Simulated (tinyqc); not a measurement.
Line constants from open and short measurements.

Inverse problem. A uniform line of length len, under a quarter wavelength, has Z_open = Zc coth(gamma len) and Z_short = Zc tanh(gamma len); gamma Zc = r + i w l and gamma/Zc = g + i w c, w = 2 pi f. Find r, l and c.

Parameters, values chosen for the exercise:
```
symbol,value,unit,meaning
len,0.69,mm,length
f,2.3,GHz,frequency
```

Zin with the far end open = 11.85516-732.41734i ohm
Zin with the far end shorted = 35.643192+2.836421i ohm

Solution. The product of the two impedances is Zc^2 and their ratio tanh^2(gamma len); the principal branch holds below a quarter wavelength.

r = 51.51 ohm/mm
l = 0.3418 nH/mm
c = 136.7 pF/m

Program tinyqc, `OMP_NUM_THREADS=1 python tinyqc.py 2810225 2810226 out.jsonl`; Intel Xeon 2.30GHz, shared host, one thread, about 0.01 s.
